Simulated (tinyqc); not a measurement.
Metal-interlayer-semiconductor contact, depinning against tunnelling resistance: one step of the calculation.

Zero bias, n-type semiconductor. Gap states at the semiconductor surface thin out as exp(-be ti), which unpins the barrier; electrons must then cross the interlayer (a rectangular barrier, no voltage drop across it) and the parabolic depleted layer, both by WKB. Energies E are counted from the Fermi level; no image force, parabolic bands.

Problem. Exponents and integrand on an energy grid. With U = phiB - xi: for xi < E < phiB, y = (E - xi)/U and G1 = (U/E00) [sqrt(1 - y) - y ln((1 + sqrt(1 - y))/sqrt(y))], G1 = 0 above phiB; G2 = 2 ti sqrt(mi max(phiB + dE - E, 0)/C), C = hbar^2/(2 m0); f = 1/(1 + exp(E/Vt)); integrand exp(-G1 - G2) f.

Inputs (values chosen for the exercise); semiconductor values close to those of germanium; interlayer mass of the order of that in lanthanum oxide, offset chosen freely: temperature T = 250 K; interlayer thickness ti = 1 nm; conduction-band offset of the interlayer above the semiconductor dE = 2.14 eV; tunnelling mass in the interlayer mi = 0.3 m0.

Constants: q = 1.602176634e-19 C, kB = 1.380649e-23 J/K, hbar = 1.054571817e-34 J s, m0 = 9.1093837015e-31 kg, Vt = kB T/q, hbar^2/(2 m0) = 0.0380998212 eV nm^2. Results are converted to the units shown.

E, point 0 to 15 (eV): -0.01  0.01733  0.04467  0.072  0.09933  0.12667  0.154  0.18133  0.20867  0.236  0.26333  0.29067  0.318  0.34533  0.37267  0.4
phiB = 0.53479430 eV
xi = -0.011645385 eV
E00 = 0.041239052 eV

Wanted: G1; G2; f; integrand.

Solution.

```
point     G1     G2         f  integrand (1e-10)
0      13.09  9.196    0.6140              1.291
1      11.39  9.149    0.3091              3.735
2      10.09  9.102    0.1117              5.179
3       8.97  9.054   0.03415              5.090
4       7.97  9.007  0.009847              4.186
5       7.06  8.959  0.002788              3.084
6       6.23  8.910  7.855e-4              2.096
7       5.46  8.862  2.210e-4              1.332
8       4.75  8.813  6.214e-5              0.798
9       4.10  8.764  1.748e-5              0.453
10      3.49  8.715  4.915e-6              0.245
11      2.93  8.665  1.381e-6              0.127
12      2.42  8.616  3.885e-7              0.063
13      1.95  8.566  1.093e-7              0.030
14      1.53  8.515  3.071e-8              0.013
15      1.14  8.464  8.637e-9              0.006
```

Numbers from tinyqc (`OMP_NUM_THREADS=1 python tinyqc.py 2270148 2270149 out.jsonl`; about 0.03 s on one thread of a shared Intel Xeon 2.30GHz).
